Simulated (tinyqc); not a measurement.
Composition and strain of an epitaxial Si(1-x)Ge(x) layer from Raman and X-ray peaks. Changing the Ge fraction x. Computed by tinyqc, a small Python program. Command: `OMP_NUM_THREADS=1 python tinyqc.py 3022646 3022647 out.jsonl epiraman sweep`. One thread of a shared host (Intel(R) Xeon(R) Processor @ 2.30GHz), about 0.01 s of CPU time with the checks.

A (001) layer, biaxially strained in the plane. The Raman peaks follow empirical lines omega = w0 + c1 x + c3 x^3 + b eps (c3 for Si-Ge alone), with eps the in-plane strain.

Inputs (values chosen for the exercise, modelled on silicon-germanium): degree of relaxation R = 0.41; lattice constant of Si = 5.431 angstrom; lattice constant of Ge = 5.658 angstrom; bowing B = 0.027 angstrom; 2 C12/C11 of Si = 0.767; 2 C12/C11 of Ge = 0.759; Si-Si: w0 = 520.8 1/cm; Si-Si: c1 = -68 1/cm; Si-Si: strain coefficient b = -679 1/cm; Si-Ge: w0 = 399.9 1/cm; Si-Ge: c1 = 24 1/cm; Si-Ge: c3 = -35.7 1/cm; Si-Ge: strain coefficient b = -548 1/cm; Ge-Ge: w0 = 280.5 1/cm; Ge-Ge: c1 = 18.5 1/cm; Ge-Ge: strain coefficient b = -462 1/cm; X-ray wavelength = 1.540598 angstrom.

Substrate: silicon.

Method:
- Relaxed lattice constant a(x) = a_Si + (a_Ge - a_Si) x - B x (1 - x).
- In-plane constant a_par = a_sub + R (a(x) - a_sub); eps = a_par/a(x) - 1; eps_perp = -(2 C12/C11) eps with 2 C12/C11 linear in x; a_perp = a(x) (1 + eps_perp).
- Insert x and eps in the three lines; the strain part is b eps.
- Bragg angle theta = arcsin(2 lambda/a) for (004), for the substrate with a_sub and the layer with a_perp; separation in arc seconds.

One run for each value; columns: (1) Ge fraction x; (2) Si-Si peak (1/cm); (3) Si-Ge peak (1/cm); (4) Ge-Ge peak (1/cm); (5) in-plane strain eps (per mille); (6) separation, layer less substrate (arcsec):
```
(1)      (2)     (3)     (4)      (5)      (6)
0.08  516.55  402.76  282.79   -1.752   -611.2
0.18  511.26  406.19  285.67   -3.979  -1383.8
0.29  505.48  409.54  288.86   -6.476  -2243.9
0.40  499.72  412.16  292.07   -9.020  -3113.9
0.50  494.52  413.67  295.00  -11.373  -3913.0
0.60  489.35  414.13  297.96  -13.763  -4719.1
0.71  483.68  413.17  301.23  -16.434  -5613.3
0.82  478.04  410.39  304.52  -19.146  -6514.8
0.92  472.94  406.04  307.52  -21.647  -7340.0
```

Over the rows, Si-Si peak (1/cm) falls from 517 to 473 (exponent d ln y / d ln x -0.013 between the first rows and -0.093 between the last); Si-Ge peak (1/cm) goes from 403 through a maximum among these rows, 414 at 0.600, to 406; Ge-Ge peak (1/cm) rises from 283 to 308 (exponent d ln y / d ln x 0.012 between the first rows and 0.085 between the last). Composition and strain both change with x. The Si-Si peak moves by -51.9 per cm per unit x on average, against c1 = -68 without strain: eps moves towards compression as x grows, which offsets part of the fall, in proportion to 1 - R.

Caution (rows 0.0800, 0.180, 0.820, 0.920): near either end one of the like-atom peaks is weak, since its intensity follows the number of such bonds. Caution (rows 0.920): strains above 2 % survive only in layers a few nanometres thick, and the linear relations lose accuracy.

Extremes, crossings and ranges named in words are read from the listed rows.
